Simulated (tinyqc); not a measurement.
Closing and reopening the gap: Kane-Mele model of a buckled honeycomb layer in a normal field.

Sublattices A and B lie at +/-b, so the field gives them the energies +/-D, D = e b Ez (in eV for b in angstrom and Ez in V/angstrom); 2 lam is the gap at zero field. Near the valleys tau = +/-1, for spin sz = +/-1: H = hbar v (tau qx sx + qy sy) + m sz_AB with m = D - tau sz lam, hbar v = (sqrt3/2) a t. On the lattice the spin-orbit term is the second-neighbour hopping i (lam/3 sqrt3) nu sz, nu = +/-1 by the sense of the turn. The filled band of one cone contributes tau sign(m)/2 to the Chern number, in the sense Omega = curl of i<u|grad u>. Rashba terms are left out.

Constants: kB = 8.617333262e-05 eV/K.

Inputs chosen for the exercise: lam = 0.21 eV (spin-orbit half gap); b = 0.32 angstrom (half the buckling height).

Ez = f lam/b. Gap 2 |D - lam|, second gap 2 (D + lam), Z2 index, and the temperature at which kB T equals the gap.

Against field:
```
f     Ez (V/angstrom)  gap (meV)  second gap (meV)  Z2  gap/kB (K)
0.00                0    420.000           420.000   1      4873.9
0.25            0.164    315.000           525.000   1      3655.4
0.50            0.328    210.000           630.000   1      2436.9
0.90            0.591     42.000           798.000   1       487.4
1.10            0.722     42.000           882.000   0       487.4
1.50            0.984    210.000          1050.000   0      2436.9
2.00             1.31    420.000          1260.000   0      4873.9
3.00             1.97    840.000          1680.000   0      9747.8
```

Give the missing row, f = 0.75, Ez (V/angstrom) = 0.492.

Computed row:
```
f     Ez (V/angstrom)  gap (meV)  second gap (meV)  Z2  gap/kB (K)
0.75            0.492    105.000           735.000   1      1218.5
```

The gap closes at Ez = 0.6562 V/angstrom, 65.6 MV/cm at the atoms (the applied field must be larger by the screening), and is back at its zero-field size at twice that. At zero field it is 420.0 meV, above kB T at 300 K (25.9 meV).

tinyqc: `OMP_NUM_THREADS=1 python tinyqc.py 1480105 1480106 out.jsonl`; about 0.2 s, one thread, shared Intel(R) Xeon(R) Processor @ 2.30GHz.
